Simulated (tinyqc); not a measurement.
Vacuum evaporation: vapour pressure, source flux, thickness distribution, purity and step coverage: one step, computed by the program tinyqc.

Molecular flow, unit sticking of the metal, no re-evaporation. The background gas is taken as water vapour (18.015 g/mol, collision diameter 0.37 nm) at 300 K.

Task: Rate and uniformity on a fixed wafer above the source. A small source emits (n + 1) Phi area cos^n(phi)/(2 pi) per solid angle; on a parallel plane at height h and lateral distance l the arrival rate is (n + 1) Phi area/(2 pi h^2) x (1 + (l/h)^2)^(-(n + 3)/2). Growth rate = arrival rate x m/rho, m = M u. The wafer is fixed and centred above the source.

Inputs (values chosen for the exercise, modelled on gallium, with constants for the liquid):
```
quantity                    value    unit
molar mass M                69.72   g/mol
film density rho             5.91  g/cm^3
source temperature T         1220       K
source area                   1.9    cm^2
directionality n                4       -
source-to-wafer distance h     42      cm
wafer radius R                7.5      cm
```

flux Phi = 1.590227e+17 1/(cm^2 s)

Constants: u = 1.6605390666e-27 kg.

Give: arrival rate at the centre; growth rate at the centre; edge over centre; non-uniformity (max - min)/(max + min); share of the material that lands on the wafer, 1 - (1 + (R/h)^2)^(-(n + 1)/2).

Result:

arrival rate at the centre = 1.363e+14 1/(cm^2 s)

growth rate at the centre = 0.02670 nm/s

edge over centre = 0.8960

non-uniformity (max - min)/(max + min) = 5.488 %

share of the material that lands on the wafer, 1 - (1 + (R/h)^2)^(-(n + 1)/2) = 7.547 %
